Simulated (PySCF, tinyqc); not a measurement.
Worked calculation: G0W0 on RHF in the sto-3g basis, for BeH+, spin multiplicity 1. The lowest restricted solution is unstable here: a spin-polarised one lies 0.0019 hartree lower (PySCF). One step of it, computed by the program tinyqc.

Question. Orthogonalisation. S = U s U^T; symmetric (Loewdin) form X = U s^(-1/2) U^T, so that X^T S X = 1.

overlap S, lower triangle:
```
           1Be 1s    1Be 2s   1Be 2px   1Be 2py   1Be 2pz     2H 1s
1Be 1s   1.000000
1Be 2s   0.259517  1.000000
1Be 2px  0.000000  0.000000  1.000000
1Be 2py  0.000000  0.000000  0.000000  1.000000
1Be 2pz  0.000000  0.000000  0.000000  0.000000  1.000000
2H 1s    0.028992  0.311731  0.000000  0.000000  0.397252  1.000000
```

Give: eigenvalues of S; X.

Answer.

eigenvalues of S: 0.4749  0.7974  1.0000  1.0000  1.1837  1.5439

X, lower triangle:
```
          1Be 1s   1Be 2s  1Be 2px  1Be 2py  1Be 2pz   2H 1s
1Be 1s    1.0275
1Be 2s   -0.1418   1.0747
1Be 2px   0.0000   0.0000   1.0000
1Be 2py   0.0000   0.0000   0.0000   1.0000
1Be 2pz  -0.0077   0.0594   0.0000   0.0000   1.0733
2H 1s     0.0214  -0.1925   0.0000   0.0000  -0.2388  1.1193
```
